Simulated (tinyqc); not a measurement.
Resonant-tunnelling diode, transfer matrices and Tsu-Esaki current: two steps of the calculation.

Emitter (band edge 0), barrier d1, well Lw, barrier d2, collector (edge -V). The bias drops linearly over these layers and none in the contacts; each layer is cut into ns equal slices, flat at the value of their centres. E is the energy of motion across the layers, C = hbar^2/(2 m0), psi and psi'/m are continuous. Transport is coherent, T(E) is taken as independent of the transverse momentum, and charge in the well is ignored.

Inputs (values chosen for the exercise); masses and offsets of a made-up heterostructure:
- mw = 0.26 m0 (mass in the well, spacer and contacts)
- U1 = 1 eV (barrier height)
- m1 = 0.49 m0 (barrier mass)
- d1 = 0.8 nm (emitter barrier)
- Lw = 1.4 nm (well width)
- d2 = 0.8 nm (collector barrier)
- ns = 4 (slices in each layer)
- V = 0.28 V (bias of the collector)
- E = 0.09822 eV (trial energy)

Constants: q = 1.602176634e-19 C, hbar = 1.054571817e-34 J s, m0 = 9.1093837015e-31 kg, hbar^2/(2 m0) = 0.0380998212 eV nm^2. Results are converted to the units shown.

Problem 1. Slices under bias. U = edge of the layer - V x/Lt at the centre x of each slice, Lt the summed thickness.

Give: U; m; width.

Solution 1.

| slice | U (eV) | m (m0) | width (nm) |
|---|---|---|---|
| 0 | 0.9907 | 0.49 | 0.2000 |
| 1 | 0.9720 | 0.49 | 0.2000 |
| 2 | 0.9533 | 0.49 | 0.2000 |
| 3 | 0.9347 | 0.49 | 0.2000 |
| 4 | -0.0910 | 0.26 | 0.3500 |
| 5 | -0.1237 | 0.26 | 0.3500 |
| 6 | -0.1563 | 0.26 | 0.3500 |
| 7 | -0.1890 | 0.26 | 0.3500 |
| 8 | 0.7853 | 0.49 | 0.2000 |
| 9 | 0.7667 | 0.49 | 0.2000 |
| 10 | 0.7480 | 0.49 | 0.2000 |
| 11 | 0.7293 | 0.49 | 0.2000 |

Problem 2. Running product of the slice matrices at the trial energy. For the pair (psi, psi'/m) a flat layer has M = [[cos kd, (m/k) sin kd], [-(k/m) sin kd, cos kd]] with k = sqrt(m (E - U)/C) above its edge U, and M = [[cosh Kd, (m/K) sinh Kd], [(K/m) sinh Kd, cosh Kd]] with K = sqrt(m (U - E)/C) below it. Later slices stand to the left. With M acting on (psi, psi'/m) and v = k/m in each lead, T(E) = 4 vL vR/[(vL vR M12 - M21)^2 + (vR M11 + vL M22)^2]. vL = sqrt(mw E/C)/mw, vR = sqrt(mw (E + V)/C)/mw.

| slice | U (eV) | m (m0) | width (nm) |
|---|---|---|---|
| 0 | 0.99066667 | 0.49 | 0.2 |
| 1 | 0.97200000 | 0.49 | 0.2 |
| 2 | 0.95333333 | 0.49 | 0.2 |
| 3 | 0.93466667 | 0.49 | 0.2 |
| 4 | -0.09100000 | 0.26 | 0.35 |
| 5 | -0.12366667 | 0.26 | 0.35 |
| 6 | -0.15633333 | 0.26 | 0.35 |
| 7 | -0.18900000 | 0.26 | 0.35 |
| 8 | 0.78533333 | 0.49 | 0.2 |
| 9 | 0.76666667 | 0.49 | 0.2 |
| 10 | 0.74800000 | 0.49 | 0.2 |
| 11 | 0.72933333 | 0.49 | 0.2 |

Wanted: Product after each layer; T(E).

Solution 2.

Product after each layer:

|  | M11 | M12 (nm) | M21 (1/nm) | M22 |
|---|---|---|---|---|
| barrier d1 | 7.326 | 1.053 | 48.76 | 7.146 |
| well | 8.867 | 1.302 | -50.74 | -7.337 |
| barrier d2 | 3.224 | 0.5699 | 8.869 | 1.878 |

T(E) = 0.1158

Program tinyqc, `OMP_NUM_THREADS=1 python tinyqc.py 2600048 2600049 out.jsonl`; Intel Xeon 2.30GHz, shared host, one thread, about 0.2 s.
